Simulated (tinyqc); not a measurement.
Tolerances: periodic multilayer mirror for extreme ultraviolet light.

s polarisation, vacuum above. q_j = sqrt(N_j^2 - sin^2 theta); interface r_jk = (q_j - q_k)/(q_j + q_k) exp(-2 (2 pi/lam)^2 q_j q_k sg^2) (Nevot-Croce; sg = 0 if not given); phase factor of a layer x_j = exp(4 pi i q_j d_j/lam). Each period has the spacer (thickness (1 - Gm) L) on top of the absorber (Gm L). In this recursion R is the amplitude; R in tables and results is the reflectance, its squared modulus. The substrate is of the spacer material. Starting with R = 0 in it, each interface upward gives R -> (r + R x)/(1 + r R x), x that of the layer below the interface (1 for the substrate).

Inputs chosen for the exercise (optical constants near those of Mo and Si at 13.5 nm; not measured data):
- lam = 13.5 nm (wavelength)
- dA = (0.078, 0.00683) (delta and beta of the absorber, N = 1 - delta + i beta)
- dS = (0.0009, 0.00179) (delta and beta of the spacer and the substrate)
- L = 7.06 nm (period)
- Gm = 0.47 (absorber share of the period)
- theta = 6 degrees (angle from the normal)
- sg = 0.5 nm (interface roughness)
- Np = 50 (periods)

R of the mirror, and R^10 for a chain of ten such mirrors.

Results for these values:
```
case       R    R^10
base  0.6786  0.0207
```

What happens to each result for sg = 0.7 nm, all else kept?

Answer: R falls from 0.6786 to 0.6525; R^10 falls from 0.0207 to 0.0140.

The same for each parameter in turn:
```
case                       R    R^10
base                  0.6786  0.0207
L = 7.1 nm            0.6457  0.0126
Gm = 0.51             0.6805  0.0213
theta = 8 degrees     0.6948  0.0262
sg = 0.7 nm           0.6525  0.0140
dA = (0.078, 0.0082)  0.6409  0.0117
lam = 13.55 nm        0.6923  0.0253
```

tinyqc: `OMP_NUM_THREADS=1 python tinyqc.py 1651576 1651577 out.jsonl`; about 0.01 s, one thread, shared Intel(R) Xeon(R) Processor @ 2.30GHz.
